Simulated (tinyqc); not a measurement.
# Gain factor and gap resistance from two string resistances

Question. At small bit-line voltage each of the 48 cells has the resistance 1/(K x) at overdrive x (no mobility reduction) in series with a gap resistance Rg. Find K, Rg and the share of the gaps at the higher overdrive.

resistance of a string of 48 equal cells at overdrives of 3.3 and 7.3 V (kohm): 2750.5455  1953.5342

Solution. The resistance per cell is a straight line in 1/x with slope 1/K and intercept Rg.

K = 10.0 uA/V^2
Rg = 27.0 kohm
share of the gaps = 66.3 %

Program tinyqc, `OMP_NUM_THREADS=1 python tinyqc.py 2142136 2142137 out.jsonl`; Intel Xeon 2.30GHz, shared host, one thread, about 0.4 s.
